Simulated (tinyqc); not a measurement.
Coherent transport through a tight-binding region between two chains, step by step. Computed by tinyqc, a small Python program that keeps every step. Settings: temperature = 300, mu = -0.39. Command: `OMP_NUM_THREADS=1 python tinyqc.py 29845 29846 out.jsonl` (the two numbers bound the seeds that draw the settings). One thread of a shared host (Intel(R) Xeon(R) Processor @ 2.60GHz), about 0.08 s of CPU time with the checks.

## Transmission at E = 0.66 eV

H of the central region (eV), lower triangle:
```
           1          2          3         4
1   0.000000
2  -0.810000   1.400000
3   0.000000  -1.240000   1.400000
4   0.000000   0.000000  -1.120000  0.000000
```

Leads: semi-infinite chains with site energy 0:
```
parameter                           value
lead hopping t (eV)              1.890000
coupling to the left lead (eV)   0.660000
coupling to the right lead (eV)  0.900000
left contact site                       1
right contact site                      4
```

E = 0.660000 eV

Surface Green function g = (E - i sqrt(4 t^2 - E^2)) / (2 t^2); self-energy tc^2 g on each contact site; G = (E - H - Sigma)^(-1); Gamma = -2 Im Sigma; T = Gamma_L Gamma_R |G_LR|^2; local density of states -Im G_ii / pi.

g = 0.092383-0.520973i 1/eV

G (1/eV), lower triangle:
```
                     1                    2                    3                    4
1   0.240745-0.298850i
2   0.966638+0.161211i  -0.694441-0.394168i
3   0.419603+0.291423i  -0.239405-0.340537i  -0.416967-0.393588i
4  -0.792968+0.014064i   0.610667+0.211403i   0.882417+0.116973i  -0.093069-0.156768i
```

local density of states (1/eV): 0.095127  0.125468  0.125283  0.049901

transmission = 0.240941

## Transmission across the band

The same steps on a grid of energies.

T(E):
```
E (eV)              T
-3.59100000  1.00e-06
-3.23190000  0.000006
-2.87280000  0.000023
-2.51370000  0.000086
-2.15460000  0.000346
-1.79550000  0.001735
-1.43640000  0.013202
-1.07730000  0.194858
-0.71820000  0.634559
-0.35910000  0.968023
0.00000000   0.400670
0.35910000   0.204543
0.71820000   0.273130
1.07730000   0.830291
1.43640000   0.090180
1.79550000   0.020880
2.15460000   0.009753
2.51370000   0.008557
2.87280000   0.039399
3.23190000   0.003382
3.59100000   0.000100
```

levels of the isolated region (eV): -0.920108  -0.289108  1.043071  2.966146

## Current

I = (2e/h) int T(E) [f(E - mu - V/2) - f(E - mu + V/2)] dE at 300 K with mu = -0.39 eV, the bias not changing H; 2e^2/h = 77.48092 microsiemens; the integral runs over the band on 4001 points.

Current:
```
V (volt)  I (microampere)
0.010000         0.730692
0.050000         3.648081
0.100000         7.262920
0.200000        14.270953
0.400000        26.810816
0.800000        45.517944
```
